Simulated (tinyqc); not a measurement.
Worked calculation: two-dimensional dopant profile at a mask edge: lateral junction, overlap and effective channel length. Computed by tinyqc, a small Python program that keeps every step. Command: `OMP_NUM_THREADS=1 python tinyqc.py 3021412 3021413 out.jsonl lateral walk`. One thread of a shared host (Intel(R) Xeon(R) Processor @ 2.30GHz), about 0.02 s of CPU time with the checks. Intermediate numbers are printed to about 6 digits and carried at full precision; extremes and crossings named in words are read from the listed rows.

Ions enter for y < 0; the mask (spacer, then gate) covers y > 0. x is the depth. The surface reflects dopant during the anneal.

Inputs (values chosen for the exercise, modelled on a source-drain extension in silicon):

| quantity | value | unit |
|---|---|---|
| dose Q | 2.1e+15 | 1/cm^2 |
| projected range R_p | 5.2 | nm |
| vertical straggle | 2.5 | nm |
| lateral straggle | 1.1 | nm |
| anneal budget D t | 5.8e-15 | cm^2 |
| channel doping C_B | 4.1e+17 | 1/cm^3 |
| gate length L_g | 65 | nm |
| offset spacer | 2.3 | nm |
| oxide thickness | 4.4 | nm |

Constants: eps_0 = 8.8541878128e-12 F/m.

## Widths and vertical profile

Widths s_x^2 = (vertical straggle)^2 + 2 D t, s_y^2 = (lateral straggle)^2 + 2 D t. C(x, y) = V(x) (1/2) erfc(y/(sqrt2 s_y)), V(x) = Q/(sqrt(2 pi) s_x) [exp(-(x - R_p)^2/(2 s_x^2)) + exp(-(x + R_p)^2/(2 s_x^2))]; 1 nm = 1e-7 cm. The vertical junction far from the mask solves V(x) = C_B.

s_x = 2.72213 nm

s_y = 1.53948 nm

V at the surface = 9.92781e+20 1/cm^3

V at R_p = 3.07974e+21 1/cm^3

vertical junction x_j = 16.6999 nm

Caution: the peak exceeds usual solubilities, so part of the dose is inactive and diffusion is concentration dependent.

## Lateral junction at the surface

The lateral junction at depth x solves C = C_B: y_j(x) = sqrt2 s_y erfc^-1(2 C_B/V(x)). Overlap under the gate = y_j(0) - spacer; metallurgical channel L_met = L_g - 2 overlap (tails from the two sides are not added). Abruptness at y_j(0) in nm per decade = ln(10) s_y sqrt(pi/2) exp(u^2) erfc(u), u = y_j/(sqrt2 s_y). Overlap capacitance per width = 3.9 eps_0 overlap/t_ox (zero if there is no overlap).

lateral junction y_j(0) = 5.14794 nm

ratio y_j(0)/x_j = 0.308262

overlap = 2.84794 nm

metallurgical channel L_met = 59.3041 nm

lateral abruptness = 0.983429 nm/decade

overlap capacitance = 0.0223507 fF/um

The two overlaps take 9 % of the gate length. Caution: the profile peaks below the surface, where the junction reaches further under the gate than y_j(0); the overlap given is the one at the surface.

## Junction contour

The lateral junction at depth x solves C = C_B: y_j(x) = sqrt2 s_y erfc^-1(2 C_B/V(x)). Depths are 0, 0.15, 0.3, 0.45, 0.6, 0.75, 0.9 and 0.97 of x_j.

Contour:

| x/x_j | x (nm) | V (1/cm^3) | y_j (nm) |
|---|---|---|---|
| 0.00 | 0.0000 | 9.92781e+20 | 5.14794 |
| 0.15 | 2.5050 | 1.94132e+21 | 5.42772 |
| 0.30 | 5.0100 | 3.07288e+21 | 5.61221 |
| 0.45 | 7.5149 | 2.14383e+21 | 5.46805 |
| 0.60 | 10.0199 | 6.41843e+20 | 4.95862 |
| 0.75 | 12.5249 | 8.23968e+19 | 3.96801 |
| 0.90 | 15.0299 | 4.53548e+18 | 2.06030 |
| 0.97 | 16.1989 | 8.77199e+17 | 0.12595 |

The contour reaches furthest, 5.61 nm, at x/x_j = 0.3 among these rows, below the surface, where punch-through would start. It crosses the mask edge where V = 2 C_B.

## What the anneal budget does

x_j solves V(x) = C_B. Budgets are multiples of the given D t (at 0 the mirror term is kept, which overstates V(0) as implanted); those with V(0) not above 2.5 C_B are left out.

Junctions (nm):

| multiple | s_x | s_y | x_j | y_j(0) | y_j/x_j | L_met |
|---|---|---|---|---|---|---|
| 0.0 | 2.50000 | 1.10000 | 15.8117 | 3.6003 | 0.227695 | 62.3995 |
| 0.1 | 2.52309 | 1.15152 | 15.9043 | 3.7787 | 0.237591 | 62.0426 |
| 0.3 | 2.56866 | 1.24820 | 16.0867 | 4.1159 | 0.255857 | 61.3682 |
| 1.0 | 2.72213 | 1.53948 | 16.6999 | 5.1479 | 0.308262 | 59.3041 |
| 2.0 | 2.92746 | 1.87883 | 17.5168 | 6.3730 | 0.363821 | 56.8541 |
| 4.0 | 3.30000 | 2.41868 | 18.9899 | 8.3464 | 0.439517 | 52.9072 |
| 8.0 | 3.94081 | 3.23883 | 21.4995 | 11.3446 | 0.527667 | 46.9108 |
| 16.0 | 4.98096 | 4.44635 | 25.5176 | 15.6821 | 0.614558 | 38.2359 |

The ratio y_j/x_j goes from 0.23 to 0.61: as implanted, x_j includes R_p and y_j only the lateral straggle; after long diffusion both scale roughly with sqrt(D t) as long as V(0) stays far above C_B, and the ratio stays below 1 because the edge starts from half the concentration and an erfc falls faster than the Gaussian. L_met shrinks by 24.2 nm over the rows.

Checks made by the program: lateral profile against the convolution of a step with a Gaussian (relative difference below 1e-10).
